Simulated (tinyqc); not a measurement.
Thermal stress and diffusional relaxation in a metal film: Coble and Nabarro-Herring creep, cooling and holds. Changing the cooling rate. Computed by tinyqc, a small Python program. Command: `OMP_NUM_THREADS=1 python tinyqc.py 3023449 3023450 out.jsonl creep sweep`. One thread of a shared host (Intel(R) Xeon(R) Processor @ 2.30GHz), about 0.1 s of CPU time with the checks.

A thin film on a rigid substrate is stress-free at T0. Tension is positive and the film creeps linearly: d sigma/dt = -M (mismatch) dT/dt - sigma/tau.

Inputs (values chosen for the exercise, modelled on silver films on silicon):
```
quantity,value,unit
biaxial modulus M,136,GPa
expansion mismatch,16,1e-6/K
atomic volume Omega,17,angstrom^3
lattice prefactor D0,4.3e-05,m^2/s
lattice energy E,1.94,eV
boundary prefactor (delta D_b)0,3.4e-15,m^3/s
boundary energy E_b,0.931,eV
grain size d,0.76,um
stress-free temperature T0,250,C
hold temperature T,190,C
```

Constants: k_B = 1.380649e-23 J/K; k_B = 8.617333262e-05 eV/K.

Method:
- Thermoelastic slope = M x mismatch; sigma_0 = slope x (T0 - T).
- Creep rate per stress: Nabarro-Herring 14 D Omega/(k_B T d^2), Coble (14 pi) delta D_b Omega/(k_B T d^3), with D = D0 exp(-E/(k_B T)), delta D_b = (delta D_b)0 exp(-E_b/(k_B T)); 1/tau = M x (sum of both)/2 (biaxial strain rate is half the uniaxial one).
- Temperatures in kelvin are T(C) + 273.15.
- Cooling from T0 at the constant rate: d sigma/dT = -slope + sigma/(tau(T) x rate), integrated to 25 C (stiff solver, tolerance 1e-9).
- Effective stress-free temperature T_eff = 25 C + sigma/slope.

One run for each value:
```
cooling rate (C/min),stress at 25 C (MPa),effective stress-free temperature (C)
0.03,167.38,101.92
0.1,201.78,117.73
0.4,245.12,137.65
1,276.25,151.95
5,336.42,179.60
70,445.20,229.60
300,476.81,244.12
1000,485.57,248.15
```

Give the missing row, cooling rate (C/min) = 20.

Computed row:
```
cooling rate (C/min)  stress at 25 C (MPa)  effective stress-free temperature (C)
20                                  394.62                                 206.35
```

Interpolating between the two neighbouring rows (the first column on a logarithmic scale, the others too where they are positive) misses most in stress at 25 C (MPa), by 1.2 %. Over the rows, stress at 25 C (MPa) rises from 167 to 486 (exponent d ln y / d ln x 0.16 between the first rows and 0.015 between the last). At the high end the exponent of stress at 25 C is 0.02, close to 0: creep has little time during cooling. Slower cooling lets the film creep to a lower temperature before the stress freezes in.

Caution (all rows): bulk creep laws overstate relaxation in a bonded film, and dislocation glide would cap stresses above the yield stress.
